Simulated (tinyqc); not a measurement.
Hydrogenic impurity: series, fields, screening, photoionisation and donor-acceptor pairs: one step, computed by the program tinyqc.

One isotropic, parabolic band. Effective units: Ry* and a*, in which H = -nabla^2 - 2/r.

Task: Effective units and the series. Ry* = Ry m/eps^2, a* = a_0 eps/m; level n is bound by Ry*/n^2; <r> = (3/2) a* in 1s; lines 1s -> np at Ry* (1 - 1/n^2); 1 THz = 4.135667696 meV.

Inputs (values chosen for the exercise, modelled on silicon): electron mass m = 0.319 m_0; dielectric constant eps = 11.4.

Parts treated: screening and pairs.

Constants: Ry = 13.605693123 eV; a_0 = 0.529177210903 angstrom; h x 1 THz = 4.135667696 meV.

Give: Ry*; a*; <r> of 1s; Series.

Result:

Ry* = 33.397 meV

a* = 18.911 angstrom

<r> of 1s = 28.367 angstrom

Series:
```
n,binding (meV),line from 1s (meV),line (THz)
2,8.3491,25.047,6.0564
3,3.7107,29.686,7.1780
4,2.0873,31.309,7.5705
5,1.3359,32.061,7.7522
```
